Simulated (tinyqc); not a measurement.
What moves the exposure: standing waves and exposure in a photoresist film.

Normal incidence from air. Unexposed resist: N1 = n1 + i k1 with k1 = (A + B) lam/(4 pi), lam in micrometres. r01 = (1 - N1)/(1 + N1), t01 = 2/(1 + N1). Substrate Ns = ns + i ks: r12 = (N1 - Ns)/(N1 + Ns). With p = exp(2 pi i N1 d/lam), the field at depth z is E(z) = t01 [exp(2 pi i N1 z/lam) + r12 p^2 exp(-2 pi i N1 z/lam)]/(1 + r01 r12 p^2), the relative intensity I(z) = n1 |E(z)|^2 and the reflectance R = |(r01 + r12 p^2)/(1 + r01 r12 p^2)|^2.

Values chosen for the exercise (a resist on W, indices near tabulated ones; shifted at random, so the results belong to these values and not to a real crystal):

| symbol | value | unit | meaning |
|---|---|---|---|
| lam | 193 | nm | vacuum wavelength |
| n1 | 1.67 |  | resist index |
| A | 0.03 | 1/micrometre | bleachable absorption (Dill A) |
| B | 0.42 | 1/micrometre | fixed absorption (Dill B) |
| d | 222 | nm | resist thickness |
| ns | 1.283 |  | substrate n |
| ks | 3 |  | substrate k |

The mean of I is over 800 depths.

One parameter was then changed.

Results before and after:

| case | \|r12\|^2 | R | mean I | I at the bottom |
|---|---|---|---|---|
| base | 0.5128 | 0.5972 | 0.9992 | 0.3943 |
| changed | 0.5112 | 0.5662 | 0.9752 | 0.3815 |

Which of these changes was made? (a) d = 232 nm; (b) ns = 1.411; (c) n1 = 1.687; (d) ks = 2.7; (e) B = 0.62 1/micrometre.

Answer: (e) B = 0.62 1/micrometre. Of the candidates, run in turn, only this one gives the changed row.

All candidates:

| case | \|r12\|^2 | R | mean I | I at the bottom |
|---|---|---|---|---|
| base | 0.5128 | 0.5972 | 0.9992 | 0.3943 |
| d = 232 nm | 0.5128 | 0.5474 | 1.0824 | 0.4420 |
| n1 = 1.687 | 0.5107 | 0.5987 | 0.9841 | 0.3984 |
| B = 0.62 1/micrometre | 0.5112 | 0.5662 | 0.9752 | 0.3815 |
| ks = 2.7 | 0.4613 | 0.5623 | 0.9791 | 0.4425 |
| ns = 1.411 | 0.4870 | 0.5793 | 0.9907 | 0.3808 |

Run: tinyqc, `OMP_NUM_THREADS=1 python tinyqc.py 1681549 1681550 out.jsonl`; Intel(R) Xeon(R) Processor @ 2.30GHz, one thread, shared host; about 0.01 s of CPU time with all checks.
